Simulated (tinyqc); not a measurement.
# From one set of inputs to another, one input at a time

Model: size effects in the resistivity of thin metal films and interconnect lines. Computed by tinyqc, a small Python program. Command: `OMP_NUM_THREADS=1 python tinyqc.py 3027601 3027602 out.jsonl size ladder`. One thread of a shared host (Intel(R) Xeon(R) Processor @ 2.30GHz), about 0.01 s of CPU time with the checks.

Electrons lose their drift at surfaces (a share 1 - p of the hits) and at grain boundaries (reflection R), besides bulk scattering.

The inputs printed are set A. Set A is modelled on cobalt; the values taken over come from a set modelled on gold. Inputs not listed in the table keep their values of set A, so the rows need not describe a real material.

Inputs (values chosen for the exercise, modelled on cobalt): bulk resistivity rho_b = 6.07 microohm cm; bulk mean free path lambda = 11.6 nm; specularity p = 0; grain-boundary reflection R = 0.54; film thickness h = 140 nm; grain size over thickness = 1.6.

Geometry: film.

Method:
- D = (ratio) h.
- Mayadas-Shatzkes: alpha = (lambda/D) R/(1 - R); rho_b/rho = 1 - 3 alpha/2 + 3 alpha^2 - 3 alpha^3 ln(1 + 1/alpha).
- Fuchs-Sondheimer film: rho_b/rho = 1 - (3/(2 kappa))(1 - p) int_0^1 (s - s^3)(1 - exp(-kappa/s))/(1 - p exp(-kappa/s)) ds, f = rho/rho_b, kappa = thickness/lambda, 80 Gauss-Legendre points.
- Both together (Mayadas-Shatzkes film): rho_b/rho = (rho_b/rho of the grains alone) - (6/(pi kappa))(1 - p) int_0^(pi/2) dphi int_0^1 ds (cos^2 phi/H^2)(s - s^3)(1 - exp(-kappa H/s))/(1 - p exp(-kappa H/s)), H = 1 + alpha/(cos phi sqrt(1 - s^2)), 40 x 80 Gauss-Legendre points.
- Sheet resistance rho/h; additive estimate rho_b (f_surface + f_grain - 1).

Each row keeps all changes above it:
```
input moved                           from    to  sheet resistance (ohm)  rho/rho_b from surfaces  rho/rho_b from grains
set A                                    -     -                    0.49                   1.0321                 1.0894
grain size over thickness              1.6   1.3                    0.49                   1.0321                 1.1096
grain-boundary reflection R           0.54  0.37                    0.47                   1.0321                 1.0554
film thickness h (nm)                  140   4.6                   48.17                   2.1375                 2.5653
bulk mean free path lambda (nm)       11.6    39                  129.45                   4.2915                 6.1656
bulk resistivity rho_b (microohm cm)  6.07  2.22                   47.34                   4.2915                 6.1656
```

Where does the difference come from?

Sheet resistance goes from 0.486 to 47.3, a factor 97.4 in all. The largest single move comes from film thickness h (a factor 102), and bulk resistivity rho_b works against it (a factor 0.366). rho/rho_b from surfaces goes from 1.03 to 4.29, a factor 4.16 in all. The largest single move comes from film thickness h (a factor 2.07). rho/rho_b from grains goes from 1.09 to 6.17, a factor 5.66 in all. The largest single move comes from film thickness h (a factor 2.43). The single moves hold for this order of the switches; the total does not depend on the order.

Extremes, crossings and ranges named in words are read from the listed rows.
